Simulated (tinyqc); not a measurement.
Pinning of the barrier by interface states.

Cowley-Sze model with the space charge neglected: phiB = S (phiM - chi) + (1 - S)(Eg - phi0), S = 1/(1 + q Dit dl/(eps0 ei)), dl in cm.

Parameters, values chosen for the exercise; band and dielectric values close to those of cadmium telluride:
```
symbol,value,unit,meaning
Eg,1.51,eV,band gap
chi,4.34,eV,electron affinity
dl,0.5,nm,thickness of the interfacial layer
ei,3.9,,relative permittivity of the interfacial layer
phi0,0.82,eV,neutral level above the valence band
phiM,5.5,eV,metal work function
```

Constants: q = 1.602176634e-19 C, eps0 = 8.8541878128e-14 F/cm where lengths are in cm. Results are converted to the units shown.

Results:

| Dit (cm^-2 eV^-1) | S | phiB (eV) | change of phiB for 0.5 eV more work function (eV) |
|---|---|---|---|
| 1e11 | 0.9977 | 1.159 | 0.4988 |
| 3e11 | 0.9931 | 1.157 | 0.4965 |
| 1e12 | 0.9773 | 1.149 | 0.4887 |
| 3e12 | 0.9349 | 1.129 | 0.4675 |
| 1e13 | 0.8117 | 1.071 | 0.4058 |
| 3e13 | 0.5896 | 0.9671 | 0.2948 |
| 1e14 | 0.3012 | 0.8316 | 0.1506 |
| 1e15 | 0.04132 | 0.7094 | 0.02066 |

Estimate the missing row, Dit = 3e14 cm^-2 eV^-1.

Computed row:

| Dit (cm^-2 eV^-1) | S | phiB (eV) | change of phiB for 0.5 eV more work function (eV) |
|---|---|---|---|
| 3e14 | 0.1256 | 0.7490 | 0.06282 |

With this row back in the table: S falls from 0.998 to 0.0413, passing 1/2 at Dit = eps0 ei/(q dl) = 4.31e13 cm^-2 eV^-1. The barrier falls from 1.16 to 0.709 eV, from near the Schottky-Mott value phiM - chi = 1.16 eV towards the pinned value Eg - phi0 = 0.690 eV.

tinyqc, about 0.05 s, one thread, Intel Xeon 2.30GHz (shared host): `OMP_NUM_THREADS=1 python tinyqc.py 2020169 2020170 out.jsonl`
